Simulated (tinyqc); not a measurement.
Raising U: Hubbard ring of 5 sites, mean field against exact. Computed by the program tinyqc. Collinear unrestricted mean field (the lowest of 40 random starts) against exact diagonalisation.

one-body matrix (hopping and site energies) (eV):
```
         1        2        3        4        5
1   0.0000  -0.6700   0.0000   0.0000  -0.6700
2  -0.6700   0.0000  -0.6700   0.0000   0.0000
3   0.0000  -0.6700   0.0000  -0.6700   0.0000
4   0.0000   0.0000  -0.6700   0.0000  -0.6700
5  -0.6700   0.0000   0.0000  -0.6700   0.0000
```

electrons, up and down: 3  2

Exact and mean-field results (eV):

| U | U/t | E exact | E mean field | mean \|n_up - n_down\| | double occupancy, exact | first gap in the sector |
|---|---|---|---|---|---|---|
| 0.3400 | 0.5075 | -3.530042 | -3.516783 | 0.2000 | 0.2212 | 0.0000 |
| 0.6700 | 1.0000 | -3.180855 | -3.128549 | 0.2200 | 0.2019 | 0.0000 |
| 1.3400 | 2.0000 | -2.572812 | -2.366560 | 0.3353 | 0.1610 | 0.0000 |
| 2.0100 | 3.0000 | -2.099060 | -1.724926 | 0.6113 | 0.1227 | 0.0000 |
| 2.6800 | 4.0000 | -1.742054 | -1.316813 | 0.7873 | 0.0918 | 0.0000 |
| 5.3600 | 8.0000 | -0.989784 | -0.667309 | 0.9492 | 0.0332 | 0.0000 |
| 8.0400 | 12.0000 | -0.679224 | -0.445881 | 0.9776 | 0.0161 | 0.0000 |
| 13.4000 | 20.0000 | -0.414002 | -0.267832 | 0.9920 | 0.0061 | 0.0000 |

Estimate the missing row, U = 4.02.

Computed row:
```
U          U/t    E exact  E mean field  mean |n_up - n_down|  double occupancy, exact  first gap in the sector
4.0200  6.0000  -1.271580     -0.886836                0.9086                   0.0530                   0.0000
```

In absolute terms mean field is worst at U/t = 4.0, 0.425 eV too high: at small U it is nearly exact, and at large U it misses only exchange-scale energies. Relative to the exact energy its error is 0.4 % at the smallest U, 35 % at most and 35 % at the largest. The double occupancy falls from 0.221 to 0.006; the lowest level is degenerate at every U, so the first gap stays zero.
